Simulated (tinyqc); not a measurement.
# Which input was changed?

Model: precursor delivery and alloy composition in metal-organic vapour-phase epitaxy. Computed by tinyqc, a small Python program. Command: `OMP_NUM_THREADS=1 python tinyqc.py 3024626 3024627 out.jsonl movpe which`. One thread of a shared host (Intel(R) Xeon(R) Processor @ 2.30GHz), about 0.03 s of CPU time with the checks.

Carrier gas leaves each bubbler saturated. Group-III species cross a boundary layer and react at the surface; element 2 can also desorb. The film is (1)_(1-x) (2)_x V with a zinc-blende cell.

Inputs (values chosen for the exercise, close to those used for AlGaAs from TMAl and TEGa):
```
quantity,value,unit
source 1: a in log10(p/torr) = a - b/T,8.22,-
source 1: b,2134,K
source 1: bath temperature,18,C
source 1: carrier flow,9.7,sccm
source 2: a,8.08,-
source 2: b,2162,K
source 2: bath temperature,19,C
source 2: carrier flow,6.4,sccm
bubbler pressure p_b,400,torr
group-V hydride flow,180,sccm
total flow,11,slm
reactor pressure p,200,torr
diffusivity D0 at 273.15 K and 760 torr,0.35,cm^2/s
boundary layer delta,0.91,cm
prefactor of the surface rate k_s,1.4e+13,cm/s
energy of k_s,1.87,eV
prefactor of the loss of element 2,7.3e+17,layers/s
energy of the loss,3.63,eV
lattice constant a,5.655,angstrom
growth temperature T,610,C
```

Constants: k_B = 1.380649e-23 J/K; k_B = 8.617333262e-05 eV/K.

Method:
- Temperatures in kelvin are T(C) + 273.15.
- Vapour pressure p_v = 10^(a - b/T); precursor flow = carrier flow x p_v/(p_b - p_v); 1 sccm = 44.615 micromol/min; V/III = hydride flow over the sum of both; gas share x_g = F2/(F1 + F2).
- Partial pressure p_i = p F_i/(44615 x total flow in slm); density n_i = p_i/(k_B T), 1 torr = 133.322 Pa; D = D0 (T/273.15)^1.75 (760/p), h = D/delta, the same for both; k_s = prefactor x exp(-energy/(k_B T)); arrival J_i = n_i/(1/h + 1/k_s); in layers per second g_i = J_i a^2/2 (two group-III sites per a^2 on (001)).
- Loss of element 2 is r x with r = prefactor x exp(-energy/(k_B T)). Then x = (g2 - r x)/(g1 + g2 - r x), or r x^2 - (g1 + g2 + r) x + g2 = 0, smaller root; growth rate G = g1/(1 - x) layers/s; one layer is a/2 thick, 1 angstrom/s = 0.36 um/h.
- Distribution coefficient = [x/(1 - x)]/[x_g/(1 - x_g)], x_g = g2/(g1 + g2).

Task: One of these inputs alone was changed, within the range given: source 1: carrier flow (4.85 to 19.4); source 2: carrier flow (3.2 to 12.8); bubbler pressure p_b (200 to 800); prefactor of the surface rate k_s (7e+12 to 2.8e+13). Which one, and to what value?

Results:
```
run,solid share x,V/III ratio,distribution coefficient
before,0.2869614,667.6100,0.9985054
after,0.2284788,722.4096,0.9983830
```

Result:

Each candidate set to reproduce solid share x, and what it then gives:
```
candidate,range searched,value needed,V/III ratio,distribution coefficient
source 1: carrier flow (sccm),4.85 to 19.4,13.19,531.47,0.99881
source 2: carrier flow (sccm),3.2 to 12.8,4.710,722.41,0.99838
bubbler pressure p_b (torr),200 to 800,out of reach,-,-
prefactor of the surface rate k_s (cm/s),7e+12 to 2.8e+13,out of reach,-,-
```

Only source 2: carrier flow fits every result: it went from 6.4 to 4.71 sccm. The next best candidate, source 1: carrier flow, misses one result by 26 %.

Caution: trimethylaluminium is largely a dimer in the vapour, which would double its metal flow; it is counted as a monomer here. Caution: the lattice constant is held fixed as x changes, delta does not respond to the flow, both precursors share one D and k_s, and gas-phase side reactions are left out.
